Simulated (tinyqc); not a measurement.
Worked calculation: epitaxial growth on a vicinal surface: Burton-Cabrera-Frank step flow, step-edge barrier and island nucleation. Computed by tinyqc, a small Python program that keeps every step. Command: `OMP_NUM_THREADS=1 python tinyqc.py 3002827 3002828 out.jsonl stepflow walk`. One thread of a shared host (Intel(R) Xeon(R) Processor @ 2.30GHz), about 0.01 s of CPU time with the checks. Intermediate numbers are printed to about 6 digits and carried at full precision; extremes and crossings named in words are read from the listed rows.

Adatoms land at rate F, hop on a square grid (a simplification for hexagonal faces), desorb, or join steps. Lengths are in units of a and n is the adatom coverage. Steps ascend at x = 0 and descend at x = l.

Inputs (values chosen for the exercise, close to those used for Si(001)):

| quantity | value | unit |
|---|---|---|
| site spacing a | 3.84 | angstrom |
| step height h | 1.36 | angstrom |
| diffusion barrier E_d | 0.728 | eV |
| desorption energy E_a | 3 | eV |
| adatom formation energy E_f | 1.31 | eV |
| step-edge barrier E_s | 0.053 | eV |
| attempt frequency nu | 5 | THz |
| deposition rate F | 0.063 | layers/s |
| miscut angle | 2 | degrees |
| temperature T | 750 | C |
| critical nucleus size i | 3 | - |
| binding energy of the critical nucleus E_i | 0.91 | eV |

Constants: k_B = 8.617333262e-05 eV/K.

## Scales

D = nu exp(-E_d/(k_B T)) (a^2/s, nu counted per direction); tau = exp(E_a/(k_B T))/nu; x_s = sqrt(D tau); n_eq = exp(-E_f/(k_B T)); terrace width l = h/(a tan(miscut)); Schwoebel length l_s = exp(E_s/(k_B T)) - 1. Temperatures in kelvin are T(C) + 273.15.

D = 1.29726e+09 a^2/s

lifetime tau = 119.749 s

diffusion length x_s = 394138 a

equilibrium coverage n_eq = 3.52591e-07

terrace width l = 10.1420 a

Schwoebel length l_s = 0.824167 a

l/x_s = 2.57e-5: nearly every adatom reaches a step.

## Terrace solution

D n'' - n/tau + F = 0 with n(0) = n_eq and -l_s n'(l) = n(l) - n_eq. With u = n - F tau, A = n_eq - F tau, y = l/x_s, s = l_s/x_s: u = A cosh(x/x_s) + B sinh(x/x_s), B = A (1 - cosh y - s sinh y)/(sinh y + s cosh y). Flux into the ascending step J+ = D B/x_s, over the descending one J- = -(D/x_s)(A sinh y + B cosh y); step velocity J+ + J-; growth rate (J+ + J-)/l. For small y: J+ + J- = (F - n_eq/tau) l, J-/J+ = l/(l + 2 l_s). The coverage peaks where n' = 0, tanh(x/x_s) = -B/A.

J+ = 0.343483 atoms per step site and s

J- = 0.295463 atoms per step site and s

growth rate = 0.0630000 layers/s

peak coverage = 3.53313e-07

position of the peak = 5.45212 a

4.7e-6 % of the flux desorbs; even closely spaced steps lose n_eq/tau, 4.7e-6 % of F. The ascending step takes 53.8 %: the barrier makes an uphill current, which evens out terrace widths but makes steps meander and favours mounds on wide terraces.

## Step flow or islands

Island density on a flat surface without desorption: N = 0.25 (F/D)^(i/(i+2)) exp(E_i/((i+2) k_B T)) per site, with E_i = 0 for i = 1; spacing l_n = N^(-1/2). Step flow needs an effective width l_eff = 2 x(peak) below l_n.

island density N on a flat surface = 1.27707e-06 per site

island spacing l_n = 884.897 a

ratio l_eff/l_n = 0.0123226

Steps capture adatoms before they meet: step flow. Caution: the prefactor 0.25 and the criterion are estimates, good to a factor of about two in length.

## Growth mode over temperature

x(peak) solves tanh(x/x_s) = -B/A. Rows where evaporation outweighs deposition are left out.

Scales:

| T (C) | x_s (a) | l_s (a) | incorporated share | l_n (a) | l_eff/l_n |
|---|---|---|---|---|---|
| 550 | 9.02025e+06 | 1.11103 | 1.00000 | 377.23 | 0.0295403 |
| 600 | 3.60525e+06 | 1.02262 | 1.00000 | 484.26 | 0.0228617 |
| 650 | 1.59146e+06 | 0.94690 | 1.00000 | 605.07 | 0.0181931 |
| 700 | 7.64101e+05 | 0.88139 | 1.00000 | 738.91 | 0.0148232 |
| 750 | 3.94138e+05 | 0.82417 | 1.00000 | 884.90 | 0.0123226 |
| 800 | 2.16241e+05 | 0.77379 | 1.00000 | 1042.08 | 0.0104224 |
| 850 | 1.25152e+05 | 0.72910 | 1.00000 | 1209.44 | 0.0089481 |
| 900 | 7.58899e+04 | 0.68921 | 0.99998 | 1385.98 | 0.0077832 |
| 950 | 4.79393e+04 | 0.65340 | 0.99986 | 1570.69 | 0.0068479 |

The ratio stays below 1: step flow in every row. Incorporation goes from 100.0 % to 100.0 %.

Checks made by the program: growth rate against F minus desorption, from a numerical solution (relative difference below 1e-10).
